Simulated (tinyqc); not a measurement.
Hartree-Fock atom on a uniform radial grid, spin-unpolarised, for He, step by step. Computed by tinyqc, a small Python program that keeps every step. Settings: Z = 2, points = 64, R = 7.9, functional = hf2, mixing = 0.4, iteration cap = 59. Command: `OMP_NUM_THREADS=1 python tinyqc.py 21305 21306 out.jsonl` (the two numbers bound the seeds that draw the settings). One thread of a shared host (Intel(R) Xeon(R) Processor @ 2.60GHz), about 0.02 s of CPU time with the checks. Later iterations appear only in the table of the cycle.

## Iteration 1

Spherical atom on a uniform radial grid r_j = j h with h = R/(N + 1), h sum u^2 = 1 and integrals as h times sums, u(0) = u(R) = 0 (atomic units):
```
parameter           value
Z                       2
points N               64
R                7.900000
h                0.121538
mixing           0.400000
electrons in 1s         2
```

Three-point differences turn -u''/2 + [l(l+1)/2r^2 - Z/r + V] u = e u into a tridiagonal matrix (diagonal 1/h^2 + potential, off-diagonal -1/2h^2). D = sum f u^2; the Hartree potential y/r solves y'' = -D/r with y(0) = 0, y(R) = N_e; for two electrons in one orbital exchange is -V_H/2 (Hartree-Fock); E = sum f e - int D V + int D (V_H/2 + eps_xc); V(new) = V + mixing (V_H + v_xc - V).

eigenvalues (hartree): [-1.971299]

Every 4th grid point:
```
r             V in     u(1s)         D       V_H       v_xc
0.486154  0.000000  1.034903  2.142048  2.947926  -1.473963
0.972308  0.000000  0.790157  1.248695  1.930722  -0.965361
1.458462  0.000000  0.452468  0.409455  1.355033  -0.677516
1.944615  0.000000  0.230309  0.106084  1.026264  -0.513132
2.430769  0.000000  0.109902  0.024157  0.822475  -0.411238
2.916923  0.000000  0.050346  0.005070  0.685610  -0.342805
3.403077  0.000000  0.022423  0.001006  0.587697  -0.293849
3.889231  0.000000  0.009783  0.000191  0.514240  -0.257120
4.375385  0.000000  0.004202  0.000035  0.457103  -0.228551
4.861538  0.000000  0.001782  0.000006  0.411392  -0.205696
5.347692  0.000000  0.000748  1.12e-06  0.373993  -0.186997
5.833846  0.000000  0.000312  1.94e-07  0.342827  -0.171414
6.320000  0.000000  0.000129  3.30e-08  0.316456  -0.158228
6.806154  0.000000  0.000052  5.42e-09  0.293852  -0.146926
7.292308  0.000000  0.000019  7.50e-10  0.274262  -0.137131
7.778462  0.000000  3.19e-06  2.04e-11  0.257120  -0.128560
```

total energy = -2.70010462 hartree

## Iteration 2

As before.

eigenvalues (hartree): [-1.484234]

Every 4th grid point:
```
r             V in     u(1s)         D       V_H       v_xc
0.486154  0.589585  0.984063  1.936761  2.805145  -1.402572
0.972308  0.386144  0.804979  1.295981  1.889077  -0.944539
1.458462  0.271007  0.504666  0.509376  1.344970  -0.672485
1.944615  0.205253  0.284355  0.161715  1.024050  -0.512025
2.430769  0.164495  0.151132  0.045682  0.822014  -0.411007
2.916923  0.137122  0.077406  0.011983  0.685517  -0.342759
3.403077  0.117539  0.038642  0.002986  0.587679  -0.293839
3.889231  0.102848  0.018932  0.000717  0.514236  -0.257118
4.375385  0.091421  0.009142  0.000167  0.457102  -0.228551
4.861538  0.082278  0.004365  0.000038  0.411392  -0.205696
5.347692  0.074799  0.002065  0.000009  0.373993  -0.186997
5.833846  0.068565  0.000968  1.88e-06  0.342827  -0.171413
6.320000  0.063291  0.000449  4.04e-07  0.316456  -0.158228
6.806154  0.058770  0.000203  8.27e-08  0.293852  -0.146926
7.292308  0.054852  0.000083  1.38e-08  0.274262  -0.137131
7.778462  0.051424  0.000014  4.12e-10  0.257120  -0.128560
```

total energy = -2.77784347 hartree

## Convergence

Stop when input and output potentials agree to 1e-7.

Course of the cycle (hartree):
```
iteration            E      e(1s)  largest |V(out) - V(in)|
1          -2.70010462  -1.971299                  1.94e+00
2          -2.77784347  -1.484234                  1.03e+00
3          -2.80368733  -1.220855                  5.39e-01
4          -2.81133521  -1.077583                  2.79e-01
5          -2.81341584  -0.999098                  1.44e-01
6          -2.81395339  -0.955759                  7.44e-02
7          -2.81408886  -0.931620                  3.89e-02
8          -2.81412284  -0.918057                  2.13e-02
9          -2.81413145  -0.910371                  1.20e-02
10         -2.81413368  -0.905981                  6.88e-03
11         -2.81413428  -0.903456                  3.98e-03
...                ...        ...                       ...
22         -2.81413452  -0.899944                  1.23e-05
23         -2.81413452  -0.899940                  7.36e-06
24         -2.81413452  -0.899937                  4.38e-06
25         -2.81413452  -0.899935                  2.61e-06
26         -2.81413452  -0.899935                  1.56e-06
27         -2.81413452  -0.899934                  9.29e-07
28         -2.81413452  -0.899934                  5.54e-07
29         -2.81413452  -0.899933                  3.31e-07
30         -2.81413452  -0.899933                  1.97e-07
31         -2.81413452  -0.899933                  1.18e-07
32         -2.81413452  -0.899933                  7.03e-08
```

Converged in 32 iterations. A uniform grid resolves the cusp poorly: for a bare nucleus this grid gives 1s at -1.97130 against -Z^2/2 = -2 hartree. Before convergence this energy mixes input and output and is not variational, so it may rise towards its limit.
